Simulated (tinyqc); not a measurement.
# Changing the test temperature T

Model: electromigration in a confined line: Blech product, Korhonen stress evolution and Black's law. Computed by tinyqc, a small Python program. Command: `OMP_NUM_THREADS=1 python tinyqc.py 3007615 3007616 out.jsonl emigr sweep`. One thread of a shared host (Intel(R) Xeon(R) Processor @ 2.30GHz), about 0.01 s of CPU time with the checks.

The electron wind pushes atoms from the cathode (x = 0) to the anode (x = L); blocking ends build a back stress (tension positive). The input rho is taken not to change with temperature. d sigma/dt = d/dx [kappa (d sigma/dx + G)], with zero flux at both ends and sigma = sigma_0 at t = 0.

Inputs (values chosen for the exercise, close to those used for cobalt lines):

| quantity | value | unit |
|---|---|---|
| resistivity rho | 10.5 | micro-ohm cm |
| atomic volume Omega | 11.1 | angstrom^3 |
| effective charge number Z* | 1.5 | - |
| prefactor D0 | 6.3e-07 | m^2/s |
| activation energy E | 1.29 | eV |
| effective modulus B | 50 | GPa |
| critical stress sigma_c | 330 | MPa |
| initial stress sigma_0 | 49 | MPa |
| current density j | 4.2 | MA/cm^2 |
| line length L | 22 | um |
| use temperature T_u | 105 | C |
| use current density j_u | 0.38 | MA/cm^2 |
| current exponent n | 2 | - |

Start: thermal stress.

Constants: e = 1.602176634e-19 C; k_B = 8.617333262e-05 eV/K; k_B = 1.380649e-23 J/K.

Method:
- G = Z* e rho j/Omega; D = D0 exp(-E/(k_B T)); kappa = D B Omega/(k_B T); drift velocity of an unconfined line v = D Z* e rho j/(k_B T). SI: 1 micro-ohm cm = 1e-8 ohm m, 1 MA/cm^2 = 1e10 A/m^2.
- Temperatures in kelvin are T(C) + 273.15.
- At steady state sigma(x) = sigma_0 + G (L/2 - x). A void forms only if the cathode stress reaches sigma_c, that is if j L exceeds (j L)_c = 2 Omega (sigma_c - sigma_0)/(Z* e rho). Time scale tau = L^2/kappa.
- Median life t50 = A j^(-n) exp(E/(k_B T)); acceleration factor = t50(use)/t50(test) = (j/j_u)^n exp[(E/k_B)(1/T_u - 1/T)].

One run for each value:

| test temperature T (C) | tau (h) | drift velocity (nm/h) | acceleration factor | critical product (j L)_c (A/cm) |
|---|---|---|---|---|
| 150 | 5.1949e+06 | 1.7792e-04 | 8.2274e+03 | 2472.1 |
| 175 | 7.6457e+05 | 1.2089e-03 | 5.9204e+04 | 2472.1 |
| 200 | 1.3819e+05 | 6.6882e-03 | 3.4583e+05 | 2472.1 |
| 225 | 2.9735e+04 | 3.1083e-02 | 1.6921e+06 | 2472.1 |
| 250 | 7.4279e+03 | 1.2443e-01 | 7.1139e+06 | 2472.1 |
| 275 | 2.1104e+03 | 4.3796e-01 | 2.6235e+07 | 2472.1 |
| 300 | 6.7048e+02 | 1.3785e+00 | 8.6342e+07 | 2472.1 |
| 325 | 2.3488e+02 | 3.9351e+00 | 2.5723e+08 | 2472.1 |
| 350 | 8.9654e+01 | 1.0309e+01 | 7.0205e+08 | 2472.1 |

Over the rows, tau (h) falls from 5.19e6 to 89.7; drift velocity (nm/h) rises from 1.78e-4 to 10.3. With rho, Z* and sigma_c held fixed the critical product does not depend on temperature; only the clock does.

Caution (all rows): j_u L lies below the critical product, so the acceleration factor is formal: at use the line would not void. Caution (rows 225, 250, 275, 300, 325, 350): an acceleration factor above a million assumes one mechanism over a range that no test covers.
